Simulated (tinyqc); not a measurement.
What each parameter does: spherical quantum dot.

A sphere of radius R, isotropic masses, c = hbar^2/2m0, k = sqrt(mw E/c), kappa = sqrt(mb (V0 - E)/c). State n l is the spherical Bessel function j_l(k r) inside and k_l(kappa r) outside; psi and psi'/m are continuous: (k/mw) j_l'(kR)/j_l(kR) = (kappa/mb) k_l'(kappa R)/k_l(kappa R). For l = 0 this reads kR cot(kR) = 1 - (mw/mb)(1 + kappa R).

Constants: hbar^2/2m0 = 3.80998211 eV angstrom^2.

Inputs chosen for the exercise (near those of a non-polar GaN dot in AlGaN; not measured data): R = 22 angstrom (radius); V0 = 0.42 eV (barrier height); mw = 0.193 m0 (mass inside); mb = 0.234 m0 (mass outside).

The lowest level 1s and its distance to V0.

One parameter was then changed.

Results before and after:
```
case,E (eV),V0 - E (eV),k R
base,0.2094,0.2106,2.2657
changed,0.2216,0.2824,2.3307
```

Which of these changes was made? (a) R = 20 angstrom; (b) V0 = 0.504 eV; (c) mb = 0.1872 m0; (d) mw = 0.1737 m0.

Answer: (b) V0 = 0.504 eV. Of the candidates, run in turn, only this one gives the changed row.

All candidates:
```
case,E (eV),V0 - E (eV),k R
base,0.2094,0.2106,2.2657
R = 20 angstrom,0.2373,0.1827,2.1928
V0 = 0.504 eV,0.2216,0.2824,2.3307
mw = 0.1737 m0,0.2175,0.2025,2.1907
mb = 0.1872 m0,0.2232,0.1968,2.3393
```

Program tinyqc; command `OMP_NUM_THREADS=1 python tinyqc.py 1280102 1280103 out.jsonl`; about 0.06 s on one thread of a shared Intel(R) Xeon(R) Processor @ 2.30GHz.
